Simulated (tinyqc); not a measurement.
# Resistance of a source-drain extension with a graded tip: abruptness at a fixed junction position

y runs along the channel, the gate covers y > 0. The doping is N0 for y < y0 and N0 10^(-(y - y0)/la) beyond, uniform over the depth xj. Sheet conductance s(y) = q mu(N) max(N - Nch, 0) xj + (for y > 0) ma Cox Vo, with mu(N) = u0 + (u1 - u0)/(1 + (N/Nr)^au) and Cox = eps0 eox/tox. Current is taken as one-dimensional; depletion of the tip, spreading and the contact are left out. The metallurgical junction lies at yj, where N = Nch.

R_spacer = integral of dy/s from -Ls to 0, R_ov from 0 to yj, R_channel = (Lg - 2 yj)/(ma Cox Vo), R_total = 2 R_spacer + 2 R_ov + R_channel. Electrical length L_eff = ma Cox dR_total/d(1/Vo); R_series = R_total - L_eff/(ma Cox Vo). y0 is moved with la so that yj stays at 6.7250 nm.

Values chosen for this exercise; mobility law close to that of electrons in silicon: relative permittivity of the gate insulator (close to silicon nitride) eox = 7.63; insulator thickness tox = 4.5 nm; active doping of the extension far from the gate N0 = 1.7e20 cm^-3; depth of the extension xj = 21 nm; channel doping Nch = 1.5e18 cm^-3; spacer length Ls = 22 nm; gate overdrive Vo = 0.3 V; mobility of the gate-induced layer ma = 210 cm^2/(V s); mobility at low doping u1 = 1414 cm^2/(V s); mobility at high doping u0 = 68.5 cm^2/(V s); reference doping Nr = 9.2e16 cm^-3; exponent au = 0.711; gate length Lg = 30 nm.

Constants: q = 1.602176634e-19 C, eps0 = 8.8541878128e-14 F/cm where lengths are in cm. Results are converted to the units shown.

The same in every row: yj (nm) = 6.725; R_channel (ohm um) = 175.0.

Abruptness at a fixed junction position:
```
la (nm/decade)  R_spacer (ohm um)  R_ov (ohm um)  R_total (ohm um)  L_eff (nm)  R_series (ohm um)
1                           5.183          6.474             198.3       17.04              18.16
2.3                         5.183          12.88             211.1       17.66              24.36
3.6                         5.220          19.24             223.9       18.29              30.56
4.9                         6.176          24.77             236.9       18.90              37.06
6.1                         8.226          28.89             249.2       19.43              43.76
7.4                         11.57          32.52             263.2       19.97              52.07
8.7                         15.90          35.51             277.8       20.45              61.56
10                          21.06          38.03             293.2       20.90              72.21
```

Read the table: what changes, and by how much?

As la goes from 1 to 10 nm/decade, R_total rises from 198 to 293 ohm um, R_spacer rises from 5.18 to 21.1 ohm um and R_ov rises from 6.47 to 38.0 ohm um. R_total changes on average by 10.5 ohm um for each nm/decade. L_eff exceeds the metallurgical length by 0.487 nm in the first row and 4.35 nm in the last, since the gate also controls the lightly doped tips.

Program tinyqc, `OMP_NUM_THREADS=1 python tinyqc.py 2282078 2282079 out.jsonl`; Intel Xeon 2.30GHz, shared host, one thread, about 0.04 s.
